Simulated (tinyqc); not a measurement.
## Gap and screening length from two transmissions

Inverse problem. At the source junction of a tunnel FET, T(w) = exp(-S), S = 2 pi lam sqrt(m/(C Eg)) [w + Eg/2 - sqrt(w (w + Eg))], C = hbar^2/(2 m0). Find Eg (between 0.1 and 3 eV) and lam.

Inputs (values chosen for the exercise): band-edge mass of the two-band model m = 0.041 m0.

Constants: q = 1.602176634e-19 C, hbar = 1.054571817e-34 J s, m0 = 9.1093837015e-31 kg, hbar^2/(2 m0) = 0.0380998212 eV nm^2. Results are converted to the units shown.

T(w) at w = 0.12 and 0.29 eV: 0.025643425  0.089387158

Solution. The ratio of the two exponents depends on Eg alone and falls steadily with it, which fixes Eg; either exponent then gives lam.

ratio of the two S = 1.52
Eg = 0.653 eV
lam = 3.20 nm

Numbers from tinyqc (`OMP_NUM_THREADS=1 python tinyqc.py 2620149 2620150 out.jsonl`; about 0.02 s on one thread of a shared Intel Xeon 2.30GHz).
